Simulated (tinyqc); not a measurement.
What moves the results: spherical quantum dot. A value that a table varies takes the place of the one given here.

A sphere of radius R, isotropic masses, c = hbar^2/2m0, k = sqrt(mw E/c), kappa = sqrt(mb (V0 - E)/c). State n l is the spherical Bessel function j_l(k r) inside and k_l(kappa r) outside; psi and psi'/m are continuous: (k/mw) j_l'(kR)/j_l(kR) = (kappa/mb) k_l'(kappa R)/k_l(kappa R). For l = 0 this reads kR cot(kR) = 1 - (mw/mb)(1 + kappa R).

With hard walls E = c (x/R)^2/mw, x a zero of j_l: 1s 3.141593; 2s 6.283185; 1p 4.493409; 2p 7.725252; 1d 5.763459; 2d 9.095011; 1f 6.987932; 2f 10.417119.

Constants: hbar^2/2m0 = 3.80998211 eV angstrom^2.

Inputs chosen for the exercise (near those of an InGaAs dot in InP; not measured data):
```
symbol  value                           unit      meaning
V0      0.258                           eV        barrier height
mw      0.0404                          m0        mass inside
mb      0.0803                          m0        mass outside
Rs      (19, 28, 38, 55, 77, 110, 154)  angstrom  radii
R       55                              angstrom  radius
```

## Radius

The two lowest states against R; a dash marks an unbound state.

Levels (eV):
```
R (angstrom)      1s      1p  1s, hard walls  flat well of width 2R
19                 -       -          2.5783                 0.1159
28            0.2403       -          1.1872                 0.0798
38            0.1897       -          0.6446                 0.0565
55            0.1266  0.2489          0.3077                 0.0351
77            0.0813  0.1666          0.1570                 0.0217
110           0.0479  0.0985          0.0769                 0.0124
154           0.0278  0.0571          0.0392                 0.0071
```

The lowest state is unbound up to R = 19 angstrom of those listed: a sphere needs a least size to bind at all, unlike a flat well. 1p becomes bound between 38 and 55 angstrom. At the largest radius the level is 0.71 of the hard-wall value and 3.91 times that of the flat well (the hard-wall ratio is 4.00); the exponent d ln E/d ln R between the last two radii is -1.61.

## Shape and dimension

Lowest level with hard walls: film c (pi/2R)^2/mw, cylinder c (2.404826/R)^2/mw, sphere c (pi/R)^2/mw, square or cube of side a: 2 or 3 times c (pi/a)^2/mw; c = hbar^2/2m0. Finite barriers V0 with outer mass mb and psi, psi'/m continuous for film, cylinder and sphere (not separable for the square and the cube: dash).

Lowest level (eV):
```
shape                      hard walls  finite barrier
film, width 2R                 0.0769          0.0351
cylinder, radius R             0.1803          0.0783
square wire of equal area      0.1959               -
sphere, radius R               0.3077          0.1266
cube of equal volume           0.3552               -
```

With hard walls the levels of film, cylinder and sphere stand as 1 : 2.34 : 4.00; with the finite barrier as 1 : 2.23 : 3.61. The square lies 8.6 % above the circle of equal area and the cube 15.5 % above the sphere of equal volume: round shapes give the lowest level for a given size.

## What each parameter does

The lowest level 1s and its distance to V0. Each row changes one parameter from the base and keeps the others.

Results:
```
case             E (eV)  V0 - E (eV)     k R
base             0.1266       0.1314  2.0151
R = 49 angstrom  0.1452       0.1128  1.9224
V0 = 0.219 eV    0.1185       0.1005  1.9498
mw = 0.0444 m0   0.1232       0.1348  2.0839
mb = 0.1004 m0   0.1173       0.1407  1.9397
```

The largest shifts from the base row, up to three for each result and ties (the steps differ in size, so this ranks the rows, not the parameters). E (eV): R +0.0186, mb -0.0093, V0 -0.0081. V0 - E (eV): V0 -0.0309, R -0.0186, mb +0.0093. k R: R -0.0927, mb -0.0754, mw +0.0687.

tinyqc: `OMP_NUM_THREADS=1 python tinyqc.py 1280176 1280177 out.jsonl`; about 0.02 s, one thread, shared Intel(R) Xeon(R) Processor @ 2.30GHz.
